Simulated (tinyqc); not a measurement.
Worked calculation: tight binding, honeycomb lattice. One step of it, computed by the program tinyqc.

Question. Levels at k. Diagonalise the Hermitian matrix.

H(k) at k (eV):
```
                     A                    B
A             1.155519  -0.873231-1.810590i
B  -0.873231+1.810590i            -1.153248
```

Give: eigenvalues; weights |c|^2 of the basis functions.

Answer.

eigenvalues (eV): -2.3169  2.3192

weights |c|^2 of the basis functions:
```
   band 1  band 2
A  0.2510  0.7490
B  0.7490  0.2510
```
